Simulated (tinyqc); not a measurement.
Interface traps by the conductance method, a continuum of levels: one step of the calculation.

MOS capacitor on an n-type substrate; psi is the band bending, negative in depletion; only majority carriers are counted. The traps exchange electrons with the conduction band; their admittance lies in parallel with Cd, and that pair in series with Cox and Rs. w = 2 pi f.

Problem. Capacitances and time constant. Cox = 3.9 eps0/EOT, LD = sqrt(eps0 eps_r Vt/(q Nd)), u = psi/Vt, Cd = (eps0 eps_r/(sqrt(2) LD)) |exp(u) - 1|/sqrt(exp(u) - u - 1); ns = Nd exp(u); tau = 1/(sn vth ns), Cit = q Dit (Dit per eV).

Values chosen for this exercise; band and dielectric values close to those of gallium nitride: temperature T = 300 K; relative permittivity eps_r = 9.65; donor density Nd = 7.4e16 cm^-3; equivalent oxide thickness EOT = 9.2 nm; band bending psi ps = -0.136 V; capture cross-section for electrons sn = 8.3e-16 cm^2; thermal velocity vth = 2.6e7 cm/s; interface trap density Dit = 2.9e11 cm^-2 eV^-1.

Constants: q = 1.602176634e-19 C, kB = 1.380649e-23 J/K, Vt = kB T/q, eps0 = 8.8541878128e-14 F/cm where lengths are in cm. Results are converted to the units shown.

Give: Cox; Cd; ns; tau; Cit.

Solution.

Cox = 375.3 nF/cm^2
Cd = 213.2 nF/cm^2
ns = 3.842e14 cm^-3
tau = 1.206e-7 s
Cit = 46.46 nF/cm^2

Program tinyqc, `OMP_NUM_THREADS=1 python tinyqc.py 2030020 2030021 out.jsonl`; Intel Xeon 2.30GHz, shared host, one thread, about 0.01 s.
